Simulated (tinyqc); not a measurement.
Cabrera-Mott growth of a thin oxide under its own electric field: one step, computed by the program tinyqc. Command: `OMP_NUM_THREADS=1 python tinyqc.py 3000165 3000166 out.jsonl cabrera walk`. One thread of a shared host (Intel(R) Xeon(R) Processor @ 2.30GHz), about 0.02 s of CPU time with the checks.

Electrons cross the film freely and set a fixed potential V across it; the field V/x lowers the barrier for ions entering the oxide.

Question. Limiting thickness. Growth counts as stopped when u exp(X1/x) falls to 1e-5 angstrom/s: x_L = X1/ln(1e-5/u), defined while u is below that rate; the critical temperature is T_c = W/(k_B ln(u0/1e-5)).

Inputs (values chosen for the exercise, for a model metal): barrier W = 1.68 eV; prefactor u0 = N Omega nu = 4.7e+12 angstrom/s; temperature T = 550 K.

Backward hops: kept.

u = 0.001896122 angstrom/s

Constants: k_B = 8.617333262e-05 eV/K.

Give: limiting thickness x_L; critical temperature T_c.

Answer.

Limiting thickness x_L: none: u exceeds the rate

critical temperature T_c = 479.1 K
